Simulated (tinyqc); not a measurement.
What moves the results: quantum-confined Stark effect in a modulator well. A value that a table varies takes the place of the one given here.

Envelopes on cells of 0.5 angstrom over the well |z| < L/2 and 45 angstrom of barrier on each side, psi = 0 beyond, psi'/m continuous (mean mass between points), c = hbar^2/2m0. The electron sees + e F z and the hole - e F z, each with its offset in the barriers; 1 kV/cm = 1e-5 eV/angstrom. Light holes, band mixing and escape by tunnelling are left out.

Exciton: in-plane function exp(-rho/lam), 1/mu = 1/me + 1/mp, E(lam) = c/(mu lam^2) - (q/eps) times the integral over k of Fm(k)(1 + (k lam/2)^2)^(-3/2), Fm(k) the double integral of psi_e^2 psi_h^2 exp(-k |z - z'|), q = e^2/(4 pi eps0); binding Eb = -E at the minimum. Line at Eg + E_e + E_h - Eb, strength proportional to overlap^2/lam^2.

Constants: hbar^2/2m0 = 3.80998211 eV angstrom^2; e^2/(4 pi eps0) = 14.39964547 eV angstrom; hc = 1239.841984 eV nm.

Inputs chosen for the exercise (near those of an InGaAsP well in InP; not measured data):

| symbol | value | unit | meaning |
|---|---|---|---|
| L | 66 | angstrom | well width |
| Vc | 0.19 | eV | conduction offset |
| Vv | 0.275 | eV | heavy-hole offset |
| me | 0.0495 | m0 | electron, well |
| meb | 0.0812 | m0 | electron, barrier |
| mh | 0.376 | m0 | heavy hole along z, well |
| mhb | 0.495 | m0 | heavy hole, barrier |
| Eg | 0.844 | eV | gap of the well |
| mp | 0.112 | m0 | heavy hole in the plane |
| eps | 13.1 |  | dielectric constant |
| Fs | (0, 23, 47, 70, 96, 124, 155) | kV/cm | fields |
| Ls | (50, 66, 84, 104, 126, 150, 170) | angstrom | widths |
| F_L | 111 | kV/cm | field for this table |
| F | 111 | kV/cm | field |

## Raising the field

All quantities anew; shifts from zero field.

Results:

| F (kV/cm) | dE_e (meV) | dE_h (meV) | Eb (meV) | line shift (meV) | overlap^2 | relative strength |
|---|---|---|---|---|---|---|
| 0 | 0.00 | 0.00 | 7.05 | 0.00 | 0.904 | 1.000 |
| 23 | -0.15 | -0.24 | 7.04 | -0.38 | 0.895 | 0.987 |
| 47 | -0.64 | -0.99 | 6.99 | -1.57 | 0.870 | 0.949 |
| 70 | -1.43 | -2.16 | 6.92 | -3.46 | 0.832 | 0.893 |
| 96 | -2.69 | -3.98 | 6.82 | -6.44 | 0.777 | 0.814 |
| 124 | -4.48 | -6.48 | 6.70 | -10.60 | 0.709 | 0.721 |
| 155 | -6.99 | -9.80 | 6.54 | -16.28 | 0.630 | 0.616 |

The line shift grows with exponent 1.99 in F at low field and 1.92 at the end, still close to the quadratic law. The hole gives 61 % of the level shift in the second row and 58 % in the last. The largest shift is 2.3 times the zero-field binding, yet 93 % of the binding survives, since the walls stop the field from pulling the pair apart. The strength keeps 62 %.

## Width of the well

Zero-field line, its shift at F_L and the relative strength.

Results:

| L (angstrom) | line at F = 0 (nm) | Eb (meV) | shift (meV) | relative strength | shift x strength (meV) |
|---|---|---|---|---|---|
| 50 | 1324.6 | 7.35 | -4.48 | 0.905 | 4.05 |
| 66 | 1364.9 | 7.05 | -8.55 | 0.765 | 6.54 |
| 84 | 1393.9 | 6.73 | -15.86 | 0.518 | 8.22 |
| 104 | 1414.6 | 6.42 | -27.13 | 0.261 | 7.08 |
| 126 | 1429.6 | 6.11 | -42.60 | 0.096 | 4.07 |
| 150 | 1440.5 | 5.82 | -62.28 | 0.025 | 1.56 |
| 170 | 1446.9 | 5.61 | -80.29 | 0.007 | 0.56 |

The shift grows with exponent 2.33 in L over the first two rows and 2.03 over the last two, against 4 for hard walls at second order; leakage lowers it in narrow wells and saturation in wide ones. The strength falls from 0.91 to 0.01, and the product of the two is largest at 84 angstrom.

## What each parameter does

Zero-field line, shift at F, overlap^2 and Eb at F. Each row changes one parameter from the base and keeps the others.

Results:

| case | line (nm) | shift (meV) | overlap^2 | Eb (meV) |
|---|---|---|---|---|
| base | 1364.9 | -8.55 | 0.741 | 6.76 |
| L = 56 angstrom | 1341.9 | -5.75 | 0.795 | 7.07 |
| F = 89 kV/cm | 1364.9 | -5.55 | 0.793 | 6.85 |
| Vc = 0.152 eV | 1372.3 | -9.24 | 0.711 | 6.66 |
| Vv = 0.344 eV | 1364.1 | -8.19 | 0.743 | 6.79 |
| me = 0.0569 m0 | 1368.9 | -8.57 | 0.744 | 7.24 |
| mh = 0.32 m0 | 1362.4 | -8.31 | 0.761 | 6.76 |
| eps = 11.8 | 1367.0 | -8.48 | 0.741 | 8.06 |

The largest shifts from the base row, up to three for each result and ties (the steps differ in size, so this ranks the rows, not the parameters). line (nm): L -23.0, Vc +7.3, me +3.9; unchanged at the printed digits by F. shift (meV): F +3.00, L +2.80, Vc -0.69. overlap^2: L +0.054, F +0.051, Vc -0.030; unchanged at the printed digits by eps. Eb (meV): eps +1.31, me +0.48, L +0.31; unchanged at the printed digits by mh.

Program tinyqc; command `OMP_NUM_THREADS=1 python tinyqc.py 1251564 1251565 out.jsonl`; about 0.1 s on one thread of a shared Intel(R) Xeon(R) Processor @ 2.30GHz.
